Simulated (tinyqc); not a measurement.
Interface states from two metals.

Question. Schottky barriers follow phi = S (pM - chi) + (1 - S) E0, S = 1/(1 + q Ds dl/(eps0 ei)). Find S, E0 and Ds.

Inputs (values chosen for the exercise); material values close to those of silicon:
- chi = 4.04 eV (electron affinity)
- dl = 0.58 nm (thickness of the interface layer)
- ei = 2.2 (its relative permittivity)

Constants: q = 1.602176634e-19 C, eps0 = 8.8541878128e-14 F/cm where lengths are in cm. Results are converted to the units shown.

phi for pM = 4.26 and 5.26 eV (eV): 0.31411862  0.76047968

Answer. The slope is S, and either point then gives E0.

S = 0.4464
E0 = 0.3900 eV
Ds = 2.600e13 cm^-2 eV^-1

tinyqc, about 0.01 s, one thread, Intel Xeon 2.30GHz (shared host): `OMP_NUM_THREADS=1 python tinyqc.py 2430160 2430161 out.jsonl`
